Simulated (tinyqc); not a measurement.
Inside a calculation. Method: Pariser-Parr-Pople SCF with singles CI, for the molecule O=CC1=CC=C1O (SMILES; centres numbered as the heavy atoms are written). Computed by tinyqc, a small Python program that keeps every step. Settings: charge = 0, gamma = MN, start = huckel, damping = 0.3, iteration cap = 65, excitations kept = 6. Command: `OMP_NUM_THREADS=1 python tinyqc.py 30248 30249 out.jsonl` (the two numbers bound the seeds that draw the settings). One thread of a shared host (Intel(R) Xeon(R) Processor @ 2.60GHz), about 0.02 s of CPU time with the checks. Later iterations appear only in the table of the cycle.

## PPP integrals

Centres (angstrom, eV; a flat drawing with bonds scaled to 1.40 angstrom):

| centre | x | y | core charge z | W | gamma_rr |
|---|---|---|---|---|---|
| 1O | -2.388000 | 0.325000 | 1 | 17.700000 | 15.200000 |
| 2C | -1.506000 | -0.762000 | 1 | 11.160000 | 11.130000 |
| 3C | -0.123000 | -0.541000 | 1 | 11.160000 | 11.130000 |
| 4C | 1.011000 | -1.362000 | 1 | 11.160000 | 11.130000 |
| 5C | 1.832000 | -0.228000 | 1 | 11.160000 | 11.130000 |
| 6C | 0.698000 | 0.593000 | 1 | 11.160000 | 11.130000 |
| 7O | 0.477000 | 1.975000 | 2 | 33.000000 | 21.500000 |

Resonance integrals (eV):

| i | j | beta |
|---|---|---|
| 1 | 2 | -2.230000 |
| 2 | 3 | -2.120000 |
| 3 | 4 | -2.120000 |
| 4 | 5 | -2.120000 |
| 5 | 6 | -2.120000 |
| 6 | 7 | -1.990000 |
| 6 | 3 | -2.120000 |

Mataga-Nishimoto: gamma = 14.399645/(R + a), a = 2 x 14.399645/(gamma_rr + gamma_ss); H_rr = -W_r - sum_(s != r) z_s gamma_rs; H_rs = beta for bonds.

repulsion gamma_rs (eV), lower triangle:
```
           1O         2C         3C         4C         5C         6C         7O
1O  15.200000
2C   5.774638  11.130000
3C   4.092330   5.344455  11.130000
4C   2.945673   3.710011   5.345541  11.130000
5C   2.691592   3.080657   4.398630   5.345541  11.130000
6C   3.435524   3.710316   5.345541   4.398630   5.345541  11.130000
7O   3.519933   3.378246   4.150765   3.378566   4.151001   6.309655  21.500000
```

core matrix H (eV), lower triangle:
```
            1O          2C          3C          4C          5C          6C          7O
1O  -43.679622
2C   -2.230000  -39.536568
3C    0.000000   -2.120000  -43.988027
4C    0.000000    0.000000   -2.120000  -39.662528
5C    0.000000    0.000000    0.000000   -2.120000  -40.323964
6C    0.000000    0.000000   -2.120000    0.000000   -2.120000  -46.014861
7O    0.000000    0.000000    0.000000    0.000000    0.000000   -1.990000  -57.888166
```

## Starting guess

pi electrons, sum of z_r less the charge = 8

Orbitals of the Hueckel matrix of the beta values.

P at the start, lower triangle:
```
           1O         2C         3C         4C        5C        6C        7O
1O   1.311242
2C   0.807942   1.000000
3C  -0.327392   0.541550   1.344379
4C  -0.180777   0.000000   0.505170   1.000000
5C   0.327392  -0.226537  -0.344379   0.677029  1.344379
6C  -0.057515   0.000000   0.327335   0.000000  0.382013  1.000000
7O   0.000000  -0.051325   0.000000  -0.503741  0.000000  0.862329  1.000000
```

## Iteration 1: Fock matrix

F_rr = H_rr + P_rr gamma_rr / 2 + sum_(s != r) P_ss gamma_rs; F_rs = H_rs - P_rs gamma_rs / 2; E = tr P (H + F) / 2 + core repulsion sum_(r<s) z_r z_s gamma_rs.

F (eV), lower triangle:
```
           1O         2C         3C         4C         5C         6C          7O
1O  -8.918252
2C  -4.562785  -4.274504
3C   0.669897  -3.567146  -5.040795
4C   0.266254   0.000000  -3.470202  -4.374966
5C  -0.440602   0.348942   0.757398  -3.929543  -5.477001
6C   0.098797   0.000000  -2.994890   0.000000  -3.141032  -7.153592
7O   0.000000   0.086694   0.000000   0.850962   0.000000  -4.710498  -18.295495
```

pi energy = -118.227482 eV

## Iteration 1: orbitals and new P

Diagonalise F (the basis is taken as orthonormal) and form P = 2 sum c c over the lowest orbitals; 0.3 of the old P is kept.

orbital energies (eV): -20.178895  -12.350690  -11.169993  -7.234493  -4.749837  -0.498941  2.648246

P after iteration 1, lower triangle:
```
           1O         2C         3C         4C         5C        6C        7O
1O   1.518039
2C   0.719490   0.853395
3C  -0.302228   0.598011   1.307243
4C  -0.125206   0.028544   0.432230   0.698998
5C   0.274984  -0.287127  -0.335988   0.628486   1.305193
6C  -0.078339   0.042261   0.382497   0.309666   0.473576  0.744126
7O   0.019805  -0.038662  -0.057881  -0.345870  -0.077595  0.595497  1.573005
```

## Iteration 2: Fock matrix

As before.

F (eV), lower triangle:
```
           1O         2C         3C         4C         5C         6C          7O
1O  -8.199404
2C  -4.307396  -4.345712
3C   0.618408  -3.718021  -5.955453
4C   0.184408  -0.052949  -3.275252  -5.582329
5C  -0.370073   0.442271   0.738942  -3.799798  -6.351699
6C   0.134568  -0.078401  -3.142326  -0.681052  -3.385759  -6.527535
7O  -0.034856   0.065305   0.120125   0.584273   0.161048  -3.868691  -14.851276
```

pi energy = -122.531468 eV

## Iteration 2: orbitals and new P

As before.

orbital energies (eV): -16.659579  -12.751255  -11.079239  -7.872383  -4.407782  -0.854484  1.811314

P after iteration 2, lower triangle:
```
           1O         2C         3C         4C         5C        6C        7O
1O   1.556591
2C   0.715115   0.799426
3C  -0.287808   0.596459   1.317300
4C  -0.110519   0.036073   0.418120   0.647912
5C   0.257724  -0.284926  -0.352281   0.634694   1.294706
6C  -0.089609   0.050766   0.391636   0.402114   0.475333  0.648894
7O   0.028847  -0.035069  -0.075703  -0.297469  -0.095071  0.533011  1.735170
```

## Convergence

Stop when output and input P, before any damping, agree to 1e-7.

Course of the cycle:

| iteration | E (eV) | largest \|P(out) - P(in)\| |
|---|---|---|
| 1 | -118.22748196 | 8.19e-01 |
| 2 | -122.53146791 | 2.32e-01 |
| 3 | -123.63521842 | 6.44e-02 |
| 4 | -123.96145860 | 2.09e-02 |
| 5 | -124.06297789 | 2.02e-02 |
| 6 | -124.09709346 | 2.05e-02 |
| 7 | -124.11161132 | 2.21e-02 |
| 8 | -124.12139732 | 2.53e-02 |
| 9 | -124.13126289 | 2.83e-02 |
| 10 | -124.14292925 | 3.12e-02 |
| 11 | -124.15709779 | 3.36e-02 |
| ... | ... | ... |
| 55 | -124.36348334 | 1.31e-05 |
| 56 | -124.36348334 | 1.04e-05 |
| 57 | -124.36348334 | 8.30e-06 |
| 58 | -124.36348334 | 6.61e-06 |
| 59 | -124.36348335 | 5.27e-06 |
| 60 | -124.36348335 | 4.20e-06 |
| 61 | -124.36348335 | 3.35e-06 |
| 62 | -124.36348335 | 2.67e-06 |
| 63 | -124.36348335 | 2.13e-06 |
| 64 | -124.36348335 | 1.70e-06 |
| 65 | -124.36348335 | 1.35e-06 |

Not converged within 65 iterations: the residual falls steadily but slowly, by a factor of about 0.80 a step. Reruns (cap 100 unless said): damping 0.5: not converged; damping 0: converged in 53 (E = -124.36348); the original settings with a cap of 400: converged in 77 (E = -124.36348).
